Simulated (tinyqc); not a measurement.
From Si-Si peak back to Ge fraction x: composition and strain of an epitaxial Si(1-x)Ge(x) layer from Raman and X-ray peaks. Computed by tinyqc, a small Python program. Command: `OMP_NUM_THREADS=1 python tinyqc.py 3005745 3005746 out.jsonl epiraman inv`. One thread of a shared host (Intel(R) Xeon(R) Processor @ 2.30GHz), about 0.01 s of CPU time with the checks.

A (001) layer, biaxially strained in the plane. The Raman peaks follow empirical lines omega = w0 + c1 x + c3 x^3 + b eps (c3 for Si-Ge alone), with eps the in-plane strain.

Inputs (values chosen for the exercise, modelled on silicon-germanium):
```
quantity                     value      unit
degree of relaxation R        0.34         -
lattice constant of Si       5.431  angstrom
lattice constant of Ge       5.658  angstrom
bowing B                     0.028  angstrom
2 C12/C11 of Si              0.769         -
2 C12/C11 of Ge              0.755         -
Si-Si: w0                    520.5      1/cm
Si-Si: c1                    -68.5      1/cm
Si-Si: strain coefficient b   -733      1/cm
Si-Ge: w0                    400.1      1/cm
Si-Ge: c1                     24.7      1/cm
Si-Ge: c3                    -33.5      1/cm
Si-Ge: strain coefficient b   -592      1/cm
Ge-Ge: w0                    280.1      1/cm
Ge-Ge: c1                     19.1      1/cm
Ge-Ge: strain coefficient b   -473      1/cm
```

Substrate: silicon.

Method:
- Relaxed lattice constant a(x) = a_Si + (a_Ge - a_Si) x - B x (1 - x).
- In-plane constant a_par = a_sub + R (a(x) - a_sub); eps = a_par/a(x) - 1; eps_perp = -(2 C12/C11) eps with 2 C12/C11 linear in x; a_perp = a(x) (1 + eps_perp).
- Insert x and eps in the three lines; the strain part is b eps.

Task: A run gave the result below. Find the Ge fraction x, known to lie between 0.63 and 0.89.

Si-Si peak = 484.8537 1/cm

Result:

Each step takes the trial c = (a f_b - b f_a)/(f_b - f_a), f being the result less the target and a, b, c the logarithms of the listed values; c replaces end b, the old b replaces a if the sign of f changed, and otherwise f_a is halved.

Scan of the range:
```
Ge fraction x  Si-Si peak (1/cm)
0.630                    489.205
0.667                    487.407
0.707                    485.468
0.749                    483.438
0.793                    481.316
0.840                    479.056
0.890                    476.659
```

False position (Illinois rule, in the logarithm of the input) inside the bracket:
```
step     end a     end b     trial  Si-Si peak (1/cm)
1     0.707000  0.749000  0.719456            484.865
2     0.749000  0.719456  0.719694            484.854
3     0.749000  0.719694  0.719704            484.853
4     0.719694  0.719704  0.719699            484.854
```

Si-Si peak falls at every point of a 13-point scan of the range (every second point is shown), so one value fits; it is bracketed by 0.707 and 0.749. Answer: Ge fraction x = 0.7197.
